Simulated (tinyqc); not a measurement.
What moves the results: defect, radiative and Auger recombination at equal electron and hole densities (ABC model). A value that a table varies takes the place of the one given here.

J/(e d) = Ae n + B n^2 + C n^3 with Ae = A + 4 S/w (four side walls, carriers spread evenly), e = 1.602176634e-19 C, lengths in cm; internal efficiency IQE = B n^2/(Ae n + B n^2 + C n^3); all injected carriers recombine in the layer.

Values chosen for the exercise (orders of magnitude like those quoted for InGaAs; the results hold for these values, not for the real material): A = 5700000 1/s (defect rate); B = 1.1e-10 cm^3/s (radiative coefficient); C = 3.5e-29 cm^6/s (Auger coefficient); S = 0 cm/s (recombination velocity of the side walls); w = 100 micrometre (side of the square mesa); d = 42 nm (active thickness); S2 = 340 cm/s (recombination velocity of the side walls in this comparison); J = 5.6 A/cm^2 (current density).

## Efficiency against current

The slope is d ln(B n^2)/d ln J = 2 (Ae + B n + C n^2)/(Ae + 2 B n + 3 C n^2).

Results:

| J (A/cm^2) | n (1/cm^3) | IQE | slope | differential lifetime (ns) |
|---|---|---|---|---|
| 0.020 | 4.77e+15 | 0.0843 | 1.844 | 148 |
| 0.060 | 1.26e+16 | 0.195 | 1.671 | 118 |
| 0.20 | 3.21e+16 | 0.381 | 1.440 | 77.7 |
| 0.90 | 8.64e+16 | 0.615 | 1.213 | 39.2 |
| 4.0 | 2.02e+17 | 0.757 | 1.078 | 18.3 |
| 20 | 4.63e+17 | 0.794 | 0.986 | 7.68 |
| 60 | 7.85e+17 | 0.760 | 0.935 | 4.11 |
| 2.0e+02 | 1.36e+18 | 0.680 | 0.882 | 2.01 |
| 9.0e+02 | 2.57e+18 | 0.544 | 0.822 | 0.790 |
| 4.0e+03 | 4.66e+18 | 0.401 | 0.772 | 0.302 |

IQE peaks at 0.796 for J = 15.2 A/cm^2, where the slope passes 1. It is 0.0843 at the lowest current and 0.401 at the highest, a droop of 50 %. The slope runs from 1.84 to 0.77; its limits are 2 (defects alone), 1 (radiation alone) and 2/3 (Auger alone). In the 2 rows above about 2e18 1/cm^3 the bands are degenerate: B saturates and stimulated emission, left out, would clamp n in a laser cavity.

## Shrinking the mesa

S = S2; w takes the values listed.

Results:

| w (micrometre) | Ae (1/s) | IQE_max | J at the peak (A/cm^2) | IQE at J |
|---|---|---|---|---|
| 200 | 5.77e+06 | 0.795 | 15.3 | 0.773 |
| 100 | 5.84e+06 | 0.794 | 15.5 | 0.771 |
| 50 | 5.97e+06 | 0.792 | 16.0 | 0.768 |
| 20 | 6.38e+06 | 0.786 | 17.2 | 0.759 |
| 10 | 7.06e+06 | 0.778 | 19.2 | 0.743 |
| 5 | 8.42e+06 | 0.762 | 23.4 | 0.712 |
| 2 | 1.25e+07 | 0.724 | 36.5 | 0.629 |
| 1 | 1.93e+07 | 0.679 | 60.1 | 0.512 |

The walls equal the bulk defect rate at w = 4 S/A = 2.39 micrometre. From 200 to 1 micrometre the peak efficiency falls from 0.795 to 0.679 and moves to a current 3.92 times higher; at the fixed J the efficiency goes from 0.773 to 0.512. For large w diffusion to the walls, left out here, would limit the loss.

## Spreading the carriers over a thicker layer

d is multiplied by the factor listed, at the same J.

Results:

| factor | n (1/cm^3) | defect | radiative | Auger |
|---|---|---|---|---|
| 0.10 | 7.60e+17 | 0.0521 | 0.763 | 0.185 |
| 0.20 | 5.46e+17 | 0.0748 | 0.788 | 0.137 |
| 0.50 | 3.47e+17 | 0.119 | 0.794 | 0.0875 |
| 1.0 | 2.42e+17 | 0.166 | 0.775 | 0.0597 |
| 2.0 | 1.67e+17 | 0.228 | 0.733 | 0.0388 |
| 5.0 | 9.86e+16 | 0.338 | 0.642 | 0.0201 |
| 10 | 6.44e+16 | 0.441 | 0.548 | 0.0112 |
| 20 | 4.07e+16 | 0.557 | 0.437 | 0.00566 |

The best factor listed is 0.5 (IQE 0.7938); the optimum factor equals J/J_peak = 0.37, a layer of 15.5 nm, since only J/d matters and the peak value 0.796 does not depend on d. A thicker layer trades Auger loss (0.185 to 0.00566) for defect loss (0.0521 to 0.557).

## What moves the efficiency

IQE_max = Q/(Q + 2) with Q = B/sqrt(Ae C), reached at n = sqrt(Ae/C). Each row changes one parameter from the base and keeps the others.

Results:

| case | n (1/cm^3) | IQE | IQE_max | J at the peak (A/cm^2) |
|---|---|---|---|---|
| base | 2.421e+17 | 0.7745 | 0.7957 | 15.2 |
| A = 11400000 1/s | 2.218e+17 | 0.6503 | 0.7336 | 32.9 |
| B = 1.65e-10 cm^3/s | 2.039e+17 | 0.8246 | 0.8538 | 21.2 |
| C = 7e-29 cm^6/s | 2.350e+17 | 0.7299 | 0.7336 | 8.22 |
| d = 84 nm | 1.665e+17 | 0.7330 | 0.7957 | 30.3 |
| J = 16.8 A/cm^2 | 4.249e+17 | 0.7955 | 0.7957 | 15.2 |

The largest shifts from the base row, up to three for each result and ties (the steps differ in size, so this ranks the rows, not the parameters). n (1/cm^3): J +1.83e+17, d -7.55e+16, B -3.81e+16. IQE: A -0.124, B +0.0501, C -0.0446. IQE_max: A -0.0621, C -0.0621, B +0.0582; unchanged at the printed digits by d and J. J at the peak (A/cm^2): A +17.7, d +15.2, C -6.93; unchanged at the printed digits by J.

(tinyqc, `OMP_NUM_THREADS=1 python tinyqc.py 1650027 1650028 out.jsonl`, Intel(R) Xeon(R) Processor @ 2.30GHz, 1 thread, shared host, about 0.01 s.)
